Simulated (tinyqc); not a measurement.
Voltage drop against the resistance from a pad node to the supply.

A grid of 17 by 17 nodes with segments Rx (rows) and Ry (columns); every node draws I1 and the central node kh I1; pads with resistance Rp sit at the nodes whose row and column are multiples of the pitch, counting from 0. The drops u = Vdd - V follow from G u = i, with G the conductance matrix and i the load currents, solved directly. Here the pitch is 8.

Parameters, values chosen for the exercise:
- Vdd = 0.9 V (supply voltage)
- Rx = 1.3 ohm (resistance of a horizontal segment)
- Ry = 1 ohm (resistance of a vertical segment)
- kh = 1 (factor on the load at the hot node)
- I1 = 0.24 mA (load current of a node in the large grid)

Result of one run:
```
pads  worst drop (mV)  mean drop (mV)  largest drop at a pad (mV)  largest pad current (mA)  worst drop over Vdd (%)
9               6.871           5.668                      0.6286                     13.10                   0.7635
```

Which resistance from a pad node to the supply Rp gave this result: 0.006, 0.024, 0.048 or 0.38 ohm?

Rp = 0.048 ohm.

The whole series:
columns A: Rp (ohm); B: pads; C: worst drop (mV); D: mean drop (mV); E: largest drop at a pad (mV); F: largest pad current (mA); G: worst drop over Vdd (%)
```
A      B      C      D        E      F       G
0.006  9  6.502  5.310  0.08038  13.40  0.7225
0.012  9  6.555  5.361   0.1602  13.35  0.7284
0.024  9  6.661  5.464   0.3183  13.26  0.7401
0.048  9  6.871  5.668   0.6286  13.10  0.7635
0.096  9  7.289  6.073    1.228  12.79  0.8099
0.19   9  8.112  6.859    2.335  12.29  0.9013
0.38   9  9.735  8.421    4.383  11.53   1.082
```

The worst drop rises from 6.50 to 9.73 mV and the mean drop rises from 5.31 to 8.42 mV. The worst drop goes as Rp^(0.01) between the first two rows and Rp^(0.26) between the last two. The central node is itself a pad.

Program tinyqc, `OMP_NUM_THREADS=1 python tinyqc.py 2770167 2770168 out.jsonl`; Intel Xeon 2.30GHz, shared host, one thread, about 0.1 s.
